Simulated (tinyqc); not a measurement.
Transient enhanced diffusion after implantation: plus-n interstitials, dissolving clusters and loss to the surface: one step, computed by the program tinyqc. Command: `OMP_NUM_THREADS=1 python tinyqc.py 3006573 3006574 out.jsonl ted walk`. One thread of a shared host (Intel(R) Xeon(R) Processor @ 2.30GHz), about 0.01 s of CPU time with the checks.

The implant leaves n Q interstitials in clusters at depth R_p. While clusters last they hold the free interstitials at a supersaturation S = C_I/C_I*; interstitials drain to the surface, and the part f_I of the dopant diffusion that uses interstitials speeds up in proportion to S.

Problem. Duration and total effect at this temperature. The clusters last tau = n Q/J. If they dissolve fully at this T, the extra budget is (D/D* - 1) D* tau.

Inputs (values chosen for the exercise, modelled on boron in silicon): implant dose Q = 3.1e+13 1/cm^2; interstitials kept per ion n = 2; anneal (peak) temperature T = 1075 C.

Anneal: spike.

flux J = 5.953896e+14 1/(cm^2 s)

enhancement D/D* = 32.82938

equilibrium diffusivity D* = 8.488201e-14 cm^2/s

Give: duration tau; extra budget if complete.

Solution.

duration tau = 0.1041 s

extra budget if complete = 2.813e-13 cm^2
